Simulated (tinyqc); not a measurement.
Changing the charge q: finite-size error of a charged defect in a periodic cell: Madelung and Makov-Payne terms. Computed by tinyqc, a small Python program. Command: `OMP_NUM_THREADS=1 python tinyqc.py 3019803 3019804 out.jsonl imagecharge sweep`. One thread of a shared host (Intel(R) Xeon(R) Processor @ 2.30GHz), about 0.04 s of CPU time with the checks.

L is the cube root of the cell volume. The defect charge is a Gaussian, rho(r) = q (2 pi sigma^2)^(-3/2) exp(-r^2/2 sigma^2), repeated periodically in a uniform neutralising background and screened by a continuum. The model cell energy is E(L) = E_0 + [periodic - isolated electrostatic energy].

Inputs (values chosen for the exercise, with screening close to that of germanium):
```
quantity                                     value      unit
cell length L                                 13.7  angstrom
dielectric constant eps                       16.5         -
width sigma of the defect charge               2.2  angstrom
formation energy of the isolated defect E_0  2.422        eV
```

Supercell lattice: fcc. Screening: isotropic.

Constants: e^2/(4 pi eps_0) = 14.39964548 eV angstrom.

Method:
- Cell vectors: (0,1,1), (1,0,1), (1,1,0), scaled to volume L^3.
- Ewald sum for a unit point charge: scale each Cartesian component of the cell by 1/sqrt(eps_i), giving R', G' and V'; E = [ (1/2) sum erfc(eta R')/R' + (2 pi/V') sum exp(-G'^2/4 eta^2)/G'^2 - eta/sqrt(pi) - pi/(2 V' eta^2) ] e^2/(4 pi eps_0) / sqrt(eps_x eps_y eps_z), over n_i = -6..6, omitting n = (0,0,0), eta = 2/V'^(1/3). alpha = -2 E eps_g L/(e^2/(4 pi eps_0)), eps_g = (eps_x eps_y eps_z)^(1/3).
- Periodic energy of the Gaussian: (2 pi q^2/V) sum_(G != 0) exp(-sigma^2 G^2)/(G.eps.G) x e^2/(4 pi eps_0), n_i = -k..k with k = max(9, L/sigma rounded up). Isolated energy: q^2/(2 sqrt(pi) sigma) <1/(n.eps.n)> e^2/(4 pi eps_0), the mean over directions n, here 1/eps.

One run for each value:
```
charge q (e)  point-charge correction -q^2 E (eV)  finite-size error (eV)
1                                          0.0920                 -0.0817
2                                          0.3680                 -0.3267
3                                          0.8279                 -0.7351
4                                          1.4719                 -1.3068
5                                          2.2998                 -2.0418
```

Describe and explain the trends.

Over the rows, point-charge correction -q^2 E (eV) rises from 0.0920 to 2.30 (exponent d ln y / d ln x about 2.0 throughout); finite-size error (eV) falls from -0.0817 to -2.04 (exponent d ln y / d ln x about 2.0 throughout). Every term goes as q^2.
